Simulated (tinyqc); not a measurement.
Heavy doping: gap narrowing, degeneracy and the minority density: sweeps and comparisons. A value that a table varies takes the place of the one given here.

F_j(eta) = (1/Gamma(j + 1)) integral_0^infinity x^j dx/(1 + exp(x - eta)), which tends to exp(eta) for eta << 0.

Empirical narrowing (Slotboom form, constants chosen for the exercise; published fits of this form give the apparent narrowing, here it is taken as the true one): dEg = E0 [ln(N/N0) + sqrt(ln(N/N0)^2 + C)].

Majority: N = Nv F_1/2(eta), eta the distance of EF beyond the majority band edge in kT. Degeneracy factor gam = F_1/2(eta)/exp(eta). ni0^2 = Nc Nv exp(-Eg/kT); product n p = ni0^2 gam exp(dEg/kT), dEg the true narrowing; apparent narrowing dEa = dEg + kT ln gam; minority density = n p/N.

Bipolar transistor with N as emitter doping: beta = K (N/NB) exp((dEa_B + dG - dEa_E)/kT), dEa_E = dEg(N) + kT ln gam, dEa_B = dEg(NB). For the sweep in T, Nv is scaled as (T/T0)^(3/2) from its value at T0 = T.

Constants: kB = 8.617333262e-05 eV/K.

Inputs chosen for the exercise (gap and densities of states near those of InP at this temperature; narrowing constants of the size fitted for Si, not for this material; not measured data): Eg = 1.357 eV (gap); Nc = 5.46e+17 1/cm^3 (conduction-band density of states); Nv = 1.21e+19 1/cm^3 (valence-band density of states); T = 300 K; E0 = 9.83 meV (narrowing scale); N0 = 1.3e+17 1/cm^3 (onset density); C = 0.5 (smoothing constant); N = 1.7e+18 1/cm^3 (ionised acceptors, equal to the majority density); NB = 5e+16 1/cm^3 (base doping); K = 2 (ratio (D_B W_E)/(D_E W_B)); dG = 120 meV (extra narrowing of the base by alloying).

## Narrowing against degeneracy

N takes the values listed; the last column is N over the factor gam exp(dEg/kT), the doping that a simple model would need to give the same minority density.

Results:

| N (1/cm^3) | eta | gam | dEg (meV) | dEa (meV) | minority (1/cm^3) | effective doping (1/cm^3) |
|---|---|---|---|---|---|---|
| 4.0e+16 | -5.71 | 0.999 | 1.9 | 1.9 | 0.00284 | 3.72e+16 |
| 1.0e+17 | -4.79 | 0.997 | 4.8 | 4.8 | 0.00127 | 8.32e+16 |
| 4.0e+17 | -3.40 | 0.988 | 24.1 | 23.8 | 0.000662 | 1.59e+17 |
| 1.0e+18 | -2.46 | 0.971 | 41.3 | 40.5 | 0.000506 | 2.09e+17 |
| 4.0e+18 | -0.99 | 0.890 | 68.1 | 65.1 | 0.000327 | 3.23e+17 |
| 1.0e+19 | 0.10 | 0.749 | 85.9 | 78.5 | 0.000220 | 4.81e+17 |
| 4.0e+19 | 2.32 | 0.326 | 113.1 | 84.1 | 6.83e-05 | 1.54e+18 |
| 1.0e+20 | 4.76 | 0.0706 | 131.0 | 62.5 | 1.18e-05 | 8.91e+18 |
| 2.0e+20 | 7.74 | 0.00721 | 144.6 | 17.1 | 1.02e-06 | 1.03e+20 |

What does this show?

dEg grows steadily to 144.6 meV, while the apparent value peaks at 84.1 meV for N = 4e+19 and falls to 17.1 meV as the Fermi level enters the band. N grows by a factor 25 from the third to the sixth row and the effective doping by 3.0: net of degeneracy, narrowing takes away 88 % of the factor gained by heavier doping.

## Current gain against temperature

Gain:

| T (K) | beta | beta with dG = 0 | without narrowing |
|---|---|---|---|
| 150 | 1.87e+04 | 1.74 | 68.0 |
| 200 | 4.53e+03 | 4.29 | 68.0 |
| 250 | 1.94e+03 | 7.40 | 68.0 |
| 300 | 1.11e+03 | 10.7 | 68.0 |
| 350 | 740 | 13.8 | 68.0 |
| 400 | 548 | 16.9 | 68.0 |
| 450 | 434 | 19.6 | 68.0 |

dEa_B + dG - dEa_E at T0 = 72.1 meV

What does this show, and why?

beta is 1.87e+04 at 150 K and 434 at 450 K, since the net exponent is positive: the gap is narrower in the base. At 300 K narrowing and degeneracy change the gain by a factor 0.157 and alloying the base by 104.

## What moves the minority density and the gain

All results formed anew. Each row changes one parameter from the base and keeps the others.

Results:

| case | dEg (meV) | dEa (meV) | minority (1/cm^3) | beta |
|---|---|---|---|---|
| base | 51.48 | 50.20 | 0.000433 | 1.11e+03 |
| N = 3.4e+18 1/cm^3 | 64.91 | 62.36 | 0.000346 | 1.38e+03 |
| E0 = 11.796 meV | 61.78 | 60.50 | 0.000644 | 756 |
| N0 = 2.6e+17 1/cm^3 | 38.18 | 36.90 | 0.000259 | 1.79e+03 |
| Eg = 1.377 eV | 51.48 | 50.20 | 0.000200 | 1.11e+03 |
| Nv = 1.57e+19 1/cm^3 | 51.48 | 50.49 | 0.000568 | 1.09e+03 |
| NB = 1e+17 1/cm^3 | 51.48 | 50.20 | 0.000433 | 610 |

What does this show?

The largest shifts from the base row, up to three for each result and ties (the steps differ in size, so this ranks the rows, not the parameters). dEg (meV): N +13.43, N0 -13.30, E0 +10.30; unchanged at the printed digits by Eg, Nv and NB. dEa (meV): N0 -13.30, N +12.16, E0 +10.30; unchanged at the printed digits by Eg and NB. minority (1/cm^3): Eg -0.000233, E0 +0.000212, N0 -0.000174; unchanged at the printed digits by NB. beta: N0 +683, NB -496, E0 -350; unchanged at the printed digits by Eg.

(tinyqc, `OMP_NUM_THREADS=1 python tinyqc.py 1680848 1680849 out.jsonl`, Intel(R) Xeon(R) Processor @ 2.30GHz, 1 thread, shared host, about 0.01 s.)
